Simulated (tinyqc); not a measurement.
Length of a molecular wire: coherent transport through a tight-binding bridge. Computed by the program tinyqc. T = Gamma_L Gamma_R |G_1n|^2 with the self-energies of semi-infinite chains.

A uniform bridge between two chains:
```
parameter                        value
site energy (eV)              1.530000
hopping in the bridge (eV)    0.570000
lead hopping (eV)             2.330000
couplings (eV)              0.97, 0.71
E (eV)                        0.250000
```

Transmission against length:
```
sites           T     ln T
2      5.0225e-02   -2.991
3      1.7381e-02   -4.052
4      6.3230e-03   -5.064
5      2.3436e-03   -6.056
6      8.7476e-04   -7.042
7      3.2736e-04   -8.024
9      4.5953e-05   -9.988
10     1.7223e-05  -10.969
```

Estimate the missing row, sites = 8.

Computed row:
```
sites           T    ln T
8      1.2263e-04  -9.006
```

E lies outside the band of the bridge (|E - e|/2h = 1.123 > 1), so T decays as exp(-beta n) with beta = 2 arccosh(1.123) = 0.9813 a site; the last two rows give 0.9814.
